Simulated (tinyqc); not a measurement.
Surface potential of a MOS transistor: implicit equation and explicit approximations: two steps of the calculation.

p-type body, charge-sheet picture, depletion and inversion only, full ionisation (an idealisation for deep acceptors), Boltzmann statistics (rough once Na exp(x - xn) passes about Nc/7). In units of Vt: xg = (Vg - Vfb)/Vt, x = psi/Vt, G = gamma/sqrt(Vt), xn = (2 phiF + Vc)/Vt. The implicit equation is (xg - x)^2 = G^2 [x - 1 + exp(x - xn)] for x above about 3. Cox = eps0 eox/tox.

Task 1. Explicit approximation. Depletion value a = 1 + [sqrt(G^2/4 + xg - 1) - G/2]^2; inversion value b = xn + ln[(xg - xn)^2/G^2 - xn + 1] and first guess y = min(a, b) - ln(1 + exp(-|a - b|)) if a > xn + 1, else b = y = a; one second-order correction with D = exp(y - xn), p = 2 (xg - y) + G^2 (1 + D), w = (xg - y)^2 - G^2 (y - 1 + D): z = y + 2 w/(p + sqrt(p^2 - 2 (2 - G^2 D) w)), or the Newton step z = y + w/p where the root is not real.

G = 0.73532510
xn = 54.855523
xg = 70.953339

Find: a; b; y; p; w; z.

Result 1.

a = 65.07
b = 60.91
y = 60.89
p = 247.1
w = -157.7
z = 60.26

The root of the implicit equation is x = 59.9590; y misses it by 0.93 and z by 0.30, in units of Vt (Newton branch).

Task 2. New x. D = exp(x - xn), f = (xg - x)^2 - G^2 (x - 1 + D), f' = -2 (xg - x) - G^2 (1 + D), x(new) = x - f/f'.

x at the start = 65.07
G = 0.73532510
xn = 54.855523
xg = 70.953339

Find: D; f; f'; x after iteration 1.

Result 2.

D = 2.730e4
f = -1.476e4
f' = -1.477e4
x after iteration 1 = 64.07

Numbers from tinyqc (`OMP_NUM_THREADS=1 python tinyqc.py 2122153 2122154 out.jsonl`; about 0.01 s on one thread of a shared Intel Xeon 2.30GHz).
